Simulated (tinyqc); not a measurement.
Polarisation and half-bias from two TMR values.

Problem. A tunnel junction has TMR = TMR0/(1 + (V/Vh)^2), TMR0 = 2 P1 P2/(1 - P1 P2). Find TMR0, Vh and P2.

Parameters, values chosen for the exercise:
- P1 = 0.64 (spin polarisation of the reference layer)

TMR at 0.1 and 0.6 V (%): 118.76824  68.222420

Answer. 1/TMR is linear in V^2, and P1 P2 = TMR0/(2 + TMR0).

TMR0 = 121 %
Vh = 0.680 V
P2 = 0.590

Computed by the program tinyqc: `OMP_NUM_THREADS=1 python tinyqc.py 2450110 2450111 out.jsonl`, one thread of a shared Intel Xeon 2.30GHz, about 0.01 s for the whole run.
